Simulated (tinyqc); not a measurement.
MOS capacitor on a p-type substrate, surface potential from the exact charge relation: effect of the gate work function on threshold and swing.

Uniform p-type substrate, Boltzmann statistics, full ionisation, classical densities. psi is the surface potential against the body (positive when the bands bend down) and u = psi/Vt. Traps are spread evenly over the gap and neutral at flat band, so their charge is -q Dit psi; the minority quasi-Fermi level is shifted by Vb.

ni = sqrt(Nc Nv) exp(-Eg/(2 Vt)), Eg in volts; phiF = Vt ln(N/ni); Cox = eps0 eox/tox; Vfb = phiM - chi - (Eg - Vt ln(Nv/N)) - q Nf/Cox; VT = Vfb + [(2 phiF + Vb)(1 + q Dit/Cox) + sqrt(2 eps0 eps_r q N (2 phiF + Vb))/Cox]. gamma = sqrt(2 eps0 eps_r q N)/Cox; Wm = sqrt(2 eps0 eps_r (2 phiF + Vb)/(q N)); m = 1 + (eps0 eps_r/Wm + q Dit)/Cox; swing m Vt ln 10; Cmin/Cox = 1/(1 + Cox Wm/(eps0 eps_r)).

Values chosen for this exercise; band and dielectric values close to those of gallium arsenide:

| symbol | value | unit | meaning |
|---|---|---|---|
| T | 400 | K | temperature |
| Eg | 1.41 | eV | band gap |
| eps_r | 12.8 |  | relative permittivity |
| Nc | 6.73e17 | cm^-3 | conduction-band density of states at T |
| Nv | 1.38e19 | cm^-3 | valence-band density of states at T |
| chi | 4.03 | eV | electron affinity |
| N | 2.4e16 | cm^-3 | acceptor density of the substrate |
| eox | 9.16 |  | relative permittivity of the gate insulator (close to aluminium oxide) |
| tox | 8.5 | nm | insulator thickness |
| Nf | 0 | cm^-2 | fixed charge at the interface, in units of q |
| Dit | 0 | cm^-2 eV^-1 | density of interface traps |
| Vb | 0 | V | reverse bias of the inversion layer against the body |

Constants: q = 1.602176634e-19 C, kB = 1.380649e-23 J/K, Vt = kB T/q, eps0 = 8.8541878128e-14 F/cm where lengths are in cm. Results are converted to the units shown.

The same in every row: 2 phiF (V) = 1.076; gamma (V^0.5) = 0.09784; Wm (nm) = 251.9; m = 1.047; swing (mV/decade) = 83.11; Cmin/Cox = 0.04504.

Results:
```
phiM (eV)   Vfb (V)    VT (V)
4.03         -1.191  -0.01341
4.23        -0.9910    0.1866
4.43        -0.7910    0.3866
4.63        -0.5910    0.5866
4.83        -0.3910    0.7866
5.23       0.009031     1.187
```

Estimate the missing row, phiM = 5.03 eV.

Computed row:
```
phiM (eV)  Vfb (V)  VT (V)
5.03       -0.1910  0.9866
```

With this row back in the table: As phiM goes from 4.03 to 5.23, VT rises from -0.0134 to 1.19 V, the swing stays at 83.1 mV/decade and Cmin/Cox stays at 0.0450. The whole change of VT is that of Vfb: the curve shifts rigidly.

tinyqc, about 0.01 s, one thread, Intel Xeon 2.30GHz (shared host): `OMP_NUM_THREADS=1 python tinyqc.py 2060143 2060144 out.jsonl`
